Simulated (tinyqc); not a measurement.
Charge stability of a double quantum dot, constant-interaction model with a charge sensor: two steps of the calculation.

Capacitance matrix C = [[C1, -Cm], [-Cm, C2]], C1 = G1 + X1 + Cm + L1, C2 = G2 + X2 + Cm + L2. Gate charges n1 = (G1 V1 + X1 V2)/q, n2 = (X2 V1 + G2 V2)/q. The state (N1, N2) has U = (1/2) d^T E d with d = (N1 - n1, N2 - n2) and E = q^2 C^(-1). Leads at 0 V; no tunnel coupling, spin or level spacing. The sensor reads s1 <N1> + s2 <N2>.

Inputs (values chosen for the exercise):

| symbol | value | unit | meaning |
|---|---|---|---|
| G1 | 3.7 | aF | gate 1 to dot 1 |
| G2 | 3.1 | aF | gate 2 to dot 2 |
| X1 | 0.55 | aF | gate 2 to dot 1 |
| X2 | 0.98 | aF | gate 1 to dot 2 |
| Cm | 4.3 | aF | between the dots |
| L1 | 21 | aF | dot 1 to leads and ground |
| L2 | 19 | aF | dot 2 to leads and ground |
| V1 | 50.1 | mV | voltage of gate 1 |
| V2 | 14.8 | mV | voltage of gate 2 |

Constants: q = 1.602176634e-19 C. Results are converted to the units shown.

Task 1. Charging energies and lever arms. E = q^2 C^(-1) holds EC1, EC2 on the diagonal and ECm off it; the lever arms are A = C^(-1) [[G1, X1], [X2, G2]] (row: dot, column: gate).

Give: C; E; lever arms; gate charges.

Result 1.

C (aF):
```
       1      2
1  29.55   -4.3
2   -4.3  27.38
```

E (meV):
```
       1      2
1  5.549  0.871
2  0.871  5.988
```

lever arms (eV/V):
```
        1       2
1  0.1335  0.0359
2  0.0568  0.1189
```

gate charges: n1 1.208, n2 0.593

ECm is 15.1 % of the geometric mean of EC1 and EC2.

Task 2. Triple points. The states (0,0), (1,0), (0,1) meet where E n = (EC1/2, EC2/2), and (1,1), (1,0), (0,1) where E n = (EC1/2 + ECm, EC2/2 + ECm); the gate voltages follow from n.

E (meV):
```
           1          2
1  5.5487233  0.8714211
2  0.8714211  5.9884870
```

Find: gate charges; gate voltages; distance between the points.

Result 2.

gate charges:
```
                    n1      n2
electron point  0.4313  0.4372
hole point      0.5687  0.5628
```

gate voltages (mV):
```
                   V1     V2
electron point  16.07  17.52
hole point      21.30  22.35
```

distance between the points = 7.121 mV

The line between the two points is the (1,0)-(0,1) transition, where an electron moves from dot to dot.

Computed by the program tinyqc: `OMP_NUM_THREADS=1 python tinyqc.py 2470025 2470026 out.jsonl`, one thread of a shared Intel Xeon 2.30GHz, about 0.01 s for the whole run.
